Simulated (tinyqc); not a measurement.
Hot electrons in a saturated n-channel MOSFET, lucky-electron model: one step of the calculation.

Beyond pinch-off the lateral field grows as Esat cosh(y/l) over the velocity-saturated region (pseudo-two-dimensional model). Impact ionisation in this region gives the substrate current, which biases the body forward through Rsub. Currents are per width. Local-field laws: they overstate ionisation when the field peak is narrower than an energy relaxation length.

Problem. Body bias from the substrate current. Cox = 3.9 eps0/tox. Overdrive g = Vg - VT + kb Vb; Vdsat = g Esat L/(g + Esat L); Id = Cox vs (g - Vdsat); dV = Vd - Id Rd - Vdsat; Em = sqrt((dV/l)^2 + Esat^2); Isub = Id (Ai/Bi) l Em exp(-Bi/Em). Vb(new) = Rsub Isub.

Parameters, values chosen for the exercise; values close to those of silicon n-channel devices: channel length L = 1.2 um; oxide thickness tox = 30 nm; threshold VT = 0.68 V; saturation velocity vs = 7e6 cm/s; ionisation prefactor Ai = 2e6 1/cm; ionisation field Bi = 1.64 MV/cm; resistance of the lightly doped drain Rd = 200 ohm um; substrate resistance Rsub = 2100 ohm um; fall of VT per volt of forward body bias kb = 0.43; drain voltage Vd = 5.1 V; gate voltage Vg = 2.4 V.

Constants: eps0 = 8.8541878128e-14 F/cm where lengths are in cm. Results are converted to the units shown.

Vb at the start = 0 V
l = 194.42222 nm
Esat = 0.046666667 MV/cm

Wanted: Vdsat; Id; dV; Em; Isub; Vb after iteration 1.

Solution.

Vdsat = 1.3158 V
Id = 32.564 uA/um
dV = 3.7776 V
Em = 0.19983 MV/cm
Isub = 0.042074 uA/um
Vb after iteration 1 = 8.8355e-5 V

Computed by the program tinyqc: `OMP_NUM_THREADS=1 python tinyqc.py 2550092 2550093 out.jsonl`, one thread of a shared Intel Xeon 2.30GHz, about 0.01 s for the whole run.
